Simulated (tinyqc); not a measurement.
## Mass from the capacitance plateau

Problem. Once one two-dimensional band is degenerate, Cq = q gv md m0 q/(pi hbar^2) and 1/C_G = 1/Cox + 1/Cq (no traps). Find Cq, md and the oxide-equivalent thickness 3.9 eps0/Cq that it adds.

Inputs (values chosen for the exercise):

| symbol | value | unit | meaning |
|---|---|---|---|
| gv | 1 |  | valley degeneracy |

Constants: q = 1.602176634e-19 C, hbar = 1.054571817e-34 J s, m0 = 9.1093837015e-31 kg, eps0 = 8.8541878128e-14 F/cm where lengths are in cm. Results are converted to the units shown.

C_G on the plateau = 1.4090811 uF/cm^2
Cox = 1.9184074 uF/cm^2

Solution. Removing Cox from the series leaves Cq, which is proportional to gv md.

Cq = 5.31 uF/cm^2
md = 0.0793 m0
added thickness = 0.651 nm

Program tinyqc, `OMP_NUM_THREADS=1 python tinyqc.py 2200031 2200032 out.jsonl`; Intel Xeon 2.30GHz, shared host, one thread, about 0.01 s.
